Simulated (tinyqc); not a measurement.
Speciation in dilute and buffered hydrofluoric acid, oxide etch rate and bath loading: one step, computed by the program tinyqc. Command: `OMP_NUM_THREADS=1 python tinyqc.py 3120806 3120807 out.jsonl hfetch walk`. One thread of a shared host (Intel(R) Xeon(R) Processor @ 2.30GHz), about 0.01 s of CPU time with the checks.

Concentrations stand for activities, NH4+ and Cl- are spectators, and water ionisation is neglected. H, F and HF2 denote the ions H+, F- and HF2-. The base temperature is 298 K.

Problem. One trial. Fluoride balance: [HF] + [F] + 2 [HF2] + 2 [H2F2] = HF added + NH4F added. Acid balance: [H] + [HF] + [HF2] + 2 [H2F2] = HF added + HCl added. For a trial [H], [HF] = [H][F]/K1, and the fluoride balance is a quadratic in [F]. Take pH = 3. The residual is the left side of the acid balance less the right.

Inputs (values chosen for the exercise, of the order of those for thermal oxide at room temperature):
```
quantity                 value   unit
HF added                   1.6  mol/L
NH4F added                 2.9  mol/L
HCl added                    0  mol/L
K1 = [H][F]/[HF]      0.000732  mol/L
K2 = [HF2]/([HF][F])      3.79  L/mol
K3 = [H2F2]/[HF]^2           0  L/mol
```

Give: [F]; [HF]; [HF2]; [H2F2]; residual.

Solution.

[F] = 0.5548 mol/L

[HF] = 0.7579 mol/L

[HF2] = 1.594 mol/L

[H2F2] = 0 mol/L

residual = 0.7526 mol/L

The residual is positive: the trial holds too much acid, so the pH lies above 3.
